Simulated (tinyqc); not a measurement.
Worked calculation: Bloch-Grueneisen resistivity of a metal. Computed by tinyqc, a small Python program that keeps every step. Command: `OMP_NUM_THREADS=1 python tinyqc.py 3006893 3006894 out.jsonl bg walk`. One thread of a shared host (Intel(R) Xeon(R) Processor @ 2.30GHz), about 0.01 s of CPU time with the checks. Intermediate numbers are printed to about 6 digits and carried at full precision; extremes and crossings named in words are read from the listed rows.

Electrons scatter from a Debye spectrum of phonons (n = 5 for scattering within one band, n = 3 for scattering into a second, heavy band) and from static defects.

Inputs (values chosen for the exercise, modelled on molybdenum): exponent n = 5; Debye temperature Theta = 363 K; transport coupling lambda_tr = 0.31; Drude plasma energy hbar w_p = 8.2 eV; residual resistivity rho_0 = 0.016 microohm cm; temperature T = 295 K.

Addition: none.

Constants: k_B = 1.380649e-23 J/K; hbar = 1.054571817e-34 J s; eps_0 = 8.8541878128e-12 F/m; hbar = 6.582119569e-16 eV s; k_B = 8.617333262e-05 eV/K.

## Scale of the phonon resistivity

rho_ph = (n - 1) rho_1 (T/Theta)^n J_n(Theta/T), with rho_1 = 2 pi lambda_tr k_B Theta/(hbar eps_0 w_p^2), the high-temperature line at T = Theta.

rho_1 = 6.73613 microohm cm

## The integral and the phonon part

J_n(y) = int_0^y x^n e^x/(e^x - 1)^2 dx, by 96 Gauss-Legendre points (upper limit at most 60).

Theta/T = 1.23051

J_n = 0.527561

phonon resistivity rho_ph = 5.03872 microohm cm

This is 92 % of the straight line rho_1 T/Theta.

## Total resistivity and derived numbers

Matthiessen's rule: rho = rho_0 + rho_ph. Temperature coefficient (1/rho) d rho/dT by a central difference of +/- 0.5 K; residual ratio rho(295 K)/rho(4.2 K); scattering time tau = 1/(eps_0 w_p^2 rho); Wiedemann-Franz kappa = L_0 T/rho, L_0 = (pi^2/3)(k_B/e)^2.

resistivity rho = 5.05472 microohm cm

temperature coefficient = 3.93137 1e-3/K

residual resistance ratio = 315.906

scattering time = 14.3965 fs

Wiedemann-Franz conductivity = 142.577 W/(m K)

The coefficient is 1.16 times 1/T; it exceeds 1/T because the phonon part, extended linearly, meets zero above T = 0.

## Limits of the phonon part

Low T: (n - 1) n! zeta(n) rho_1 (T/Theta)^n. High T: rho_1 (T/Theta) [1 - (n - 1)/(12 (n + 1)) (Theta/T)^2].

Resistivities (microohm cm):
```
T (K)       rho_ph    low-T law  straight line  line with correction    total rho
11     8.56703e-05  8.56703e-05         0.2041                     -  1.60857e-02
18     1.00509e-03  1.00515e-03         0.3340                     -  1.70051e-02
29     1.07566e-02  1.09108e-02         0.5381                     -  2.67566e-02
44     7.33928e-02  8.77264e-02         0.8165                     -  8.93928e-02
73     4.40269e-01  1.10276e+00         1.3546                     -  4.56269e-01
130    1.61145e+00  1.97508e+01         2.4124                1.3674  1.62745e+00
180    2.68736e+00  1.00515e+02         3.3402                2.5855  2.70336e+00
290    4.93926e+00  1.09108e+03         5.3815                4.9130  4.95526e+00
440    7.86398e+00  8.77264e+03         8.1650                7.8563  7.87998e+00
730    1.33621e+01  1.10276e+05        13.5465               13.3604  1.33781e+01
```

The low-T law holds to 10 % up to 29 K, the straight line from 290 K on. The local exponent of rho_ph falls from 5.00 to 1.05. Phonons overtake the residual resistivity between 29.0 and 44.0 K.

Checks made by the program: J_n at large argument against n! zeta(n) (relative difference below 1e-10).
